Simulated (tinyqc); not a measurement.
Inside a calculation. Method: Hubbard ring of 4 sites. Computed by tinyqc, a small Python program that keeps every step. Settings: hopping = 1.8, U = 8.3, mixing = 0.5, iteration cap = 80. Command: `OMP_NUM_THREADS=1 python tinyqc.py 26209 26210 out.jsonl` (the two numbers bound the seeds that draw the settings). One thread of a shared host (Intel(R) Xeon(R) Processor @ 2.60GHz), about 0.2 s of CPU time with the checks. Later iterations appear only in the table of the cycle.

## Mean-field iteration 1

one-body matrix (hopping and site energies) (eV):
```
           1          2          3          4
1   0.000000  -1.800000   0.000000  -1.800000
2  -1.800000   0.000000  -1.800000   0.000000
3   0.000000  -1.800000   0.000000  -1.800000
4  -1.800000   0.000000  -1.800000   0.000000
```

U = 8.300000 eV

electrons, up and down: 2  2

mixing = 0.500000

n(up) at the start (a guess, not normalised): 1 0.950000, 2 0.050000, 3 0.950000, 4 0.050000

n(down) at the start (a guess): 1 0.050000, 2 0.950000, 3 0.050000, 4 0.950000

H(up) = T + U n(down), H(down) = T + U n(up); fill the lowest levels; n(new) = n + mixing (n(out) - n); E = tr T (rho up + rho down) + U sum n_up n_down of the output.

levels, up (eV): -1.037507  0.415000  7.885000  9.337507

levels, down (eV): -1.037507  0.415000  7.885000  9.337507

energy = -2.835294 eV

n(up) after iteration 1: 1 0.940000, 2 0.060000, 3 0.940000, 4 0.060000

n(down) after iteration 1: 1 0.060000, 2 0.940000, 3 0.060000, 4 0.940000

## Mean-field iteration 2

As before.

levels, up (eV): -0.978070  0.498001  7.801999  9.278070

levels, down (eV): -0.978070  0.498001  7.801999  9.278070

energy = -2.837370 eV

n(up) after iteration 2: 1 0.934020, 2 0.065980, 3 0.934020, 4 0.065980

n(down) after iteration 2: 1 0.065980, 2 0.934020, 3 0.065980, 4 0.934020

## Mean-field iteration 3

As before.

levels, up (eV): -0.942841  0.547636  7.752364  9.242841

levels, down (eV): -0.942841  0.547636  7.752364  9.242841

energy = -2.838135 eV

n(up) after iteration 3: 1 0.930427, 2 0.069573, 3 0.930427, 4 0.069573

n(down) after iteration 3: 1 0.069573, 2 0.930427, 3 0.069573, 4 0.930427

## Convergence

Each step fills the lowest levels of T + U n(other spin) and sets n(new) = n + mixing (n(out) - n); stop when output and input agree to 1e-8.

Course of the cycle:
```
iteration       E (eV)  largest |n(out) - n(in)|  mean |n_up - n_down|
1          -2.83529356                  2.00e-02              0.860000
2          -2.83736965                  1.20e-02              0.856079
3          -2.83813472                  7.19e-03              0.853669
4          -2.83841586                  4.33e-03              0.852198
5          -2.83851900                  2.61e-03              0.851302
6          -2.83855680                  1.58e-03              0.850758
7          -2.83857065                  9.54e-04              0.850429
8          -2.83857572                  5.77e-04              0.850229
9          -2.83857758                  3.49e-04              0.850108
10         -2.83857826                  2.11e-04              0.850035
11         -2.83857851                  1.28e-04              0.849991
...                ...                       ...                   ...
20         -2.83857865                  1.39e-06              0.849924
21         -2.83857865                  8.39e-07              0.849923
22         -2.83857865                  5.08e-07              0.849923
23         -2.83857865                  3.07e-07              0.849923
24         -2.83857865                  1.86e-07              0.849923
25         -2.83857865                  1.12e-07              0.849923
26         -2.83857865                  6.80e-08              0.849923
27         -2.83857865                  4.11e-08              0.849923
28         -2.83857865                  2.49e-08              0.849923
29         -2.83857865                  1.51e-08              0.849923
30         -2.83857865                  9.11e-09              0.849923
```

local moments n_up - n_down: 1 0.849923, 2 -0.849923, 3 0.849923, 4 -0.849923

Converged in 30 iterations. Before convergence this energy mixes input and output and is not variational, so it may rise towards its limit.

## Exact diagonalisation (36 states)

Lowest levels of the sector, and the double occupancy of the lowest state.

lowest levels (eV): -3.488935  -2.912213  -1.655965  -1.343860  -1.343860  0.000000

double occupancy per site = 0.062955

The mean-field solution above lies 0.6504 eV above the exact energy.

## The lowest level by Lanczos steps

From a random start vector (not printed): a_j = <q_j|H|q_j>, b_j = norm of the remainder after orthogonalising; the Ritz value is the lowest eigenvalue of the tridiagonal matrix of a and b so far.

Lanczos:
```
j    a_j (eV)  b_j (eV)  lowest Ritz value (eV)
1    5.727976  5.884375              5.72797550
2    7.447203  6.961772              0.64075739
3    8.494761  4.642364             -1.82919647
4    9.991934  5.761168             -2.26684678
5    5.051475  6.314420             -2.53017543
6    9.432325  5.642920             -2.88617039
7   10.650539  4.960155             -3.06437354
8    8.129556  6.596011             -3.11305730
9    5.203860  4.814380             -3.17798322
10   7.881331  6.273510             -3.25350814
```
